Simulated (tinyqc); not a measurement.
## Carrier lifetime of an n-type layer with SRH, radiative, Auger and surface recombination: effect of the temperature at dn = 2e15 cm^-3

Uniform excess density dn = dp (no trapping), n = n0 + dn, p = p0 + dn, Boltzmann statistics, full ionisation. Surfaces enter as a rate 2 S dn/d, which holds while diffusion to them is fast.

Nc and Nv are given at 400 K and scale as (T/400 K)^1.5; all else is held fixed. ni = sqrt(Nc Nv) exp(-Eg/(2 Vt)), Eg in volts; majority density N/2 + sqrt(N^2/4 + ni^2), n0 p0 = ni^2; n1 = Nc exp(-Et/Vt), p1 = Nv exp((Et - Eg)/Vt); tn0 = 1/(sn vth Nt), tp0 = 1/(sp vth Nt). With e = n p - ni^2 = dn (n0 + p0 + dn): U_SRH = e/(tp0 (n + n1) + tn0 (p + p1)), U_rad = B e, U_Aug = (Cn n + Cp p) e, U_s = 2 S dn/d. Each tau is dn over its rate; tau = dn/U with U the sum. Here dn = 2e15 cm^-3.

Inputs (values chosen for the exercise); band and dielectric values close to those of indium phosphide:
- Eg = 1.34 eV (band gap)
- Nc = 8.74e17 cm^-3 (conduction-band density of states at the reference temperature)
- Nv = 1.68e19 cm^-3 (valence-band density of states at the reference temperature)
- B = 1.2e-10 cm^3/s (radiative coefficient)
- N = 4.6e16 cm^-3 (donor density)
- Cn = 3.6e-30 cm^6/s (Auger coefficient (two electrons))
- Cp = 3.1e-30 cm^6/s (Auger coefficient (two holes))
- Nt = 4.9e12 cm^-3 (trap density)
- sn = 5e-15 cm^2 (capture cross-section for electrons)
- sp = 8e-15 cm^2 (capture cross-section for holes)
- vth = 1.6e7 cm/s (thermal velocity (both carriers))
- Et = 0.74 eV (trap level below the conduction band)
- S = 0 cm/s (surface recombination velocity (both faces))
- d = 5 um (sample thickness)

Constants: q = 1.602176634e-19 C, kB = 1.380649e-23 J/K, Vt = kB T/q. Results are converted to the units shown.

The same in every row: tau_rad (s) = 1.7361e-7; tau_Aug (s) = 1.1639e-4.

Result of one run:
```
T (K)	tau_SRH (s)	tau (s)	radiative share (%)	largest path
240	1.7007e-6	1.5732e-7	90.615	radiative
```

What becomes of these results when the temperature T is changed from 240 to 480 K, all else the same?

Result of the changed run:
```
T (K)	tau_SRH (s)	tau (s)	radiative share (%)	largest path
480	1.7013e-6	1.5732e-7	90.617	radiative
```

The whole series:
```
T (K)	tau_SRH (s)	tau (s)	radiative share (%)	largest path
200	1.7007e-6	1.5732e-7	90.615	radiative
240	1.7007e-6	1.5732e-7	90.615	radiative
280	1.7007e-6	1.5732e-7	90.615	radiative
320	1.7007e-6	1.5732e-7	90.615	radiative
360	1.7007e-6	1.5732e-7	90.615	radiative
400	1.7007e-6	1.5732e-7	90.615	radiative
440	1.7008e-6	1.5732e-7	90.615	radiative
480	1.7013e-6	1.5732e-7	90.617	radiative
```

Radiative recombination leads at T = 200 and in all other rows. tau_SRH stays near 1.70e-6 s and the total lifetime stays near 1.57e-7 s.

Numbers from tinyqc (`OMP_NUM_THREADS=1 python tinyqc.py 2300063 2300064 out.jsonl`; about 0.01 s on one thread of a shared Intel Xeon 2.30GHz).
